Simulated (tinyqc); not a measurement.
Internal loss and injection efficiency from two cavity lengths.

Inverse problem. The differential efficiency of both facets obeys 1/eta_d = (1/eta)[1 + 2 ai Lc/ln(1/(R1 R2))]. Find eta and ai.

Inputs (values chosen for the exercise):
- R1 = 0.3 (front reflectance)
- R2 = 0.9 (back reflectance)

differential efficiency at Lc = 250 and 625 um: 0.57858206  0.37417356

Answer. 1/eta_d is linear in Lc: the intercept is 1/eta, and slope over intercept is 2 ai/ln(1/(R1 R2)).

eta = 0.9100
ai = 15.00 1/cm

Computed by the program tinyqc: `OMP_NUM_THREADS=1 python tinyqc.py 2840026 2840027 out.jsonl`, one thread of a shared Intel Xeon 2.30GHz, about 0.01 s for the whole run.
